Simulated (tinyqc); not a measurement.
Worked calculation: empirical pseudopotential in a few plane waves. One step of it, computed by the program tinyqc.

Question. Bloch Hamiltonian at k. Basis: the 15 shortest G (labels in 2 pi/a), the same at every k. H(G,G') = c |k + G|^2 delta + VS(|G-G'|^2) cos((G-G').tau) + i VA sin((G-G').tau), tau = a/8 (1,1,1); 1 Ry = 13.605693 eV.

Parameters chosen for this model: fcc lattice, atoms at +/- a/8 (1,1,1); form factors in rydberg at |G|^2 in units of (2 pi/a)^2:

| parameter | value | unit |
|---|---|---|
| a | 5.490000 | angstrom |
| VS(3) | -0.199000 | Ry |
| VS(8) | 0.036000 | Ry |
| VS(11) | 0.035000 | Ry |
| VA(3) | 0.099000 | Ry |
| VA(4) | 0.047000 | Ry |
| VA(11) | 0.022000 | Ry |
| hbar^2/2m (2 pi/a)^2 | 4.990430 | eV |

k point k (2 pi / a): 0.280000  0.500000  0.440000

Give: H(k) at k.

Answer.

H(k) at k (eV):
```
                 +0+0+0           -1-1-1           -1-1+1           -1+1-1
+0+0+0           2.6050   1.9145+0.9524i  -1.9145+0.9524i  -1.9145+0.9524i
-1-1-1   1.9145-0.9524i           5.3996   0.0000-0.6395i   0.0000-0.6395i
-1-1+1  -1.9145-0.9524i   0.0000+0.6395i          14.1828           0.4898
-1+1-1  -1.9145-0.9524i   0.0000+0.6395i           0.4898          15.3805
-1+1+1  -1.9145+0.9524i          -0.4898   0.0000+0.6395i   0.0000+0.6395i
+1-1-1  -1.9145-0.9524i   0.0000+0.6395i           0.4898           0.4898
+1-1+1  -1.9145+0.9524i          -0.4898   0.0000+0.6395i           0.0000
+1+1-1  -1.9145+0.9524i          -0.4898           0.0000   0.0000+0.6395i
+1+1+1   1.9145+0.9524i           0.0000          -0.4898          -0.4898
-2+0+0   0.0000-0.6395i  -1.9145+0.9524i  -1.9145-0.9524i  -1.9145-0.9524i
+0-2+0   0.0000-0.6395i  -1.9145+0.9524i  -1.9145-0.9524i   0.3367-0.2117i
+0+0-2   0.0000-0.6395i  -1.9145+0.9524i   0.3367-0.2117i  -1.9145-0.9524i
+0+0+2   0.0000+0.6395i  -0.3367-0.2117i   1.9145+0.9524i  -0.3367+0.2117i
+0+2+0   0.0000+0.6395i  -0.3367-0.2117i  -0.3367+0.2117i   1.9145+0.9524i
+2+0+0   0.0000+0.6395i  -0.3367-0.2117i  -0.3367+0.2117i  -0.3367+0.2117i

                 -1+1+1           +1-1-1           +1-1+1           +1+1-1
+0+0+0  -1.9145-0.9524i  -1.9145+0.9524i  -1.9145-0.9524i  -1.9145-0.9524i
-1-1-1          -0.4898   0.0000-0.6395i          -0.4898          -0.4898
-1-1+1   0.0000-0.6395i           0.4898   0.0000-0.6395i           0.0000
-1+1-1   0.0000-0.6395i           0.4898           0.0000   0.0000-0.6395i
-1+1+1          24.1637           0.0000           0.4898           0.4898
+1-1-1           0.0000          10.9889   0.0000-0.6395i   0.0000-0.6395i
+1-1+1           0.4898   0.0000+0.6395i          19.7721           0.4898
+1+1-1           0.4898   0.0000+0.6395i           0.4898          20.9698
+1+1+1   0.0000+0.6395i          -0.4898   0.0000+0.6395i   0.0000+0.6395i
-2+0+0   1.9145-0.9524i   0.3367-0.2117i  -0.3367-0.2117i  -0.3367-0.2117i
+0-2+0  -0.3367-0.2117i  -1.9145-0.9524i   1.9145-0.9524i  -0.3367-0.2117i
+0+0-2  -0.3367-0.2117i  -1.9145-0.9524i  -0.3367-0.2117i   1.9145-0.9524i
+0+0+2  -1.9145+0.9524i  -0.3367+0.2117i  -1.9145+0.9524i   0.3367+0.2117i
+0+2+0  -1.9145+0.9524i  -0.3367+0.2117i   0.3367+0.2117i  -1.9145+0.9524i
+2+0+0   0.3367+0.2117i   1.9145+0.9524i  -1.9145+0.9524i  -1.9145+0.9524i

                 +1+1+1           -2+0+0           +0-2+0           +0+0-2
+0+0+0   1.9145-0.9524i   0.0000+0.6395i   0.0000+0.6395i   0.0000+0.6395i
-1-1-1           0.0000  -1.9145-0.9524i  -1.9145-0.9524i  -1.9145-0.9524i
-1-1+1          -0.4898  -1.9145+0.9524i  -1.9145+0.9524i   0.3367+0.2117i
-1+1-1          -0.4898  -1.9145+0.9524i   0.3367+0.2117i  -1.9145+0.9524i
-1+1+1   0.0000-0.6395i   1.9145+0.9524i  -0.3367+0.2117i  -0.3367+0.2117i
+1-1-1          -0.4898   0.3367+0.2117i  -1.9145+0.9524i  -1.9145+0.9524i
+1-1+1   0.0000-0.6395i  -0.3367+0.2117i   1.9145+0.9524i  -0.3367+0.2117i
+1+1-1   0.0000-0.6395i  -0.3367+0.2117i  -0.3367+0.2117i   1.9145+0.9524i
+1+1+1          29.7529  -0.3367-0.2117i  -0.3367-0.2117i  -0.3367-0.2117i
-2+0+0  -0.3367+0.2117i          16.9774           0.4898           0.4898
+0-2+0  -0.3367+0.2117i           0.4898          12.5859           0.4898
+0+0-2  -0.3367+0.2117i           0.4898           0.4898          13.7836
+0+0+2  -1.9145-0.9524i          -0.4898          -0.4898           0.0000
+0+2+0  -1.9145-0.9524i          -0.4898           0.0000          -0.4898
+2+0+0  -1.9145-0.9524i           0.0000          -0.4898          -0.4898

                 +0+0+2           +0+2+0           +2+0+0
+0+0+0   0.0000-0.6395i   0.0000-0.6395i   0.0000-0.6395i
-1-1-1  -0.3367+0.2117i  -0.3367+0.2117i  -0.3367+0.2117i
-1-1+1   1.9145-0.9524i  -0.3367-0.2117i  -0.3367-0.2117i
-1+1-1  -0.3367-0.2117i   1.9145-0.9524i  -0.3367-0.2117i
-1+1+1  -1.9145-0.9524i  -1.9145-0.9524i   0.3367-0.2117i
+1-1-1  -0.3367-0.2117i  -0.3367-0.2117i   1.9145-0.9524i
+1-1+1  -1.9145-0.9524i   0.3367-0.2117i  -1.9145-0.9524i
+1+1-1   0.3367-0.2117i  -1.9145-0.9524i  -1.9145-0.9524i
+1+1+1  -1.9145+0.9524i  -1.9145+0.9524i  -1.9145+0.9524i
-2+0+0          -0.4898          -0.4898           0.0000
+0-2+0          -0.4898           0.0000          -0.4898
+0+0-2           0.0000          -0.4898          -0.4898
+0+0+2          31.3499           0.4898           0.4898
+0+2+0           0.4898          32.5476           0.4898
+2+0+0           0.4898           0.4898          28.1560
```
